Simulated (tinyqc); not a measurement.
Inside a calculation: recursion (Haydock) method for the local density of states: bulk site of a square lattice. Values are carried at full precision from step to step, so a last printed digit may differ when a step is redone from the rounded ones.

One orbital a site at energy 0, hopping -t to the 4 nearest neighbours of a square lattice; the start u0 is a site in the bulk, with energy V. Recursion: a_n = <u_n|H|u_n>, b_(n+1) u_(n+1) = (H - a_n) u_n - b_n u_(n-1), b > 0. G(z) = 1/(z - a0 - b1^2/(z - a1 - b2^2/(...))), z = E + i eta. After n levels the tail is b_n^2 T with the square-root terminator T = (z - sqrt(z - 2b) sqrt(z + 2b))/(2 b^2), b = 2t so that the band edges lie at -/+ 4t.

Inputs chosen for the exercise: t = 0.84 eV (hopping); V = 0 eV (shift of the starting site); n = 4 (levels kept); E = 0.93 eV (energy); eta = 0.042 eV (broadening).

## The coefficients

Carry the recursion for n levels; the lattice is large enough that no wall is met.

Coefficients:

| n | a_n (eV) | b_(n+1) (eV) | b_(n+1)^2/t^2 |
|---|---|---|---|
| 0 | 0.0000 | 1.68000 | 4.0000 |
| 1 | 0.0000 | 1.87830 | 5.0000 |
| 2 | 0.0000 | 1.63746 | 3.8000 |
| 3 | 0.0000 | 1.74293 | 4.3053 |

b1^2/t^2 = 4 counts the neighbours of the start. All a_n vanish because the lattice is bipartite and V = 0. The b_n tend to a quarter of the band width, 1.680 eV.

## Moments from the coefficients

For a1 = a2 = 0: mu1 = a0, mu2 = a0^2 + b1^2, mu3 = a0^3 + 2 a0 b1^2, mu4 = a0^4 + 3 a0^2 b1^2 + b1^4 + b1^2 b2^2.

mu1 to mu4 (eV^n): 0.000  2.822  0.000  17.923

mu4/t^4 = 36 is the number of closed walks of four steps.

## The continued fraction at one energy

Start from the terminator and work up: G_i = 1/(z - a_i - S_i), S_i = b_(i+1)^2 G_(i+1), with T in place of G_n. The density is -Im G_0/pi.

Levels of the fraction:

| i | S_i (eV) | G_i (1/eV) |
|---|---|---|
| 3 | 0.4940-1.7151i | 0.1330-0.5361i |
| 2 | 0.3567-1.4374i | 0.2277-0.5877i |
| 1 | 0.8035-2.0733i | 0.0282-0.4711i |
| 0 | 0.0795-1.3295i | 0.3266-0.5266i |

local density of states = 0.1676 1/eV

A direct sum over the zone gives 0.1628 1/eV at the same z; 4 levels miss it by +2.9 %.

## Checks

- G from 10 levels against a direct sum over the zone at E = 5.3760 eV, above the band (1/eV): both 0.20973.

(tinyqc, `OMP_NUM_THREADS=1 python tinyqc.py 1452043 1452044 out.jsonl`, Intel(R) Xeon(R) Processor @ 2.30GHz, 1 thread, shared host, about 0.01 s.)
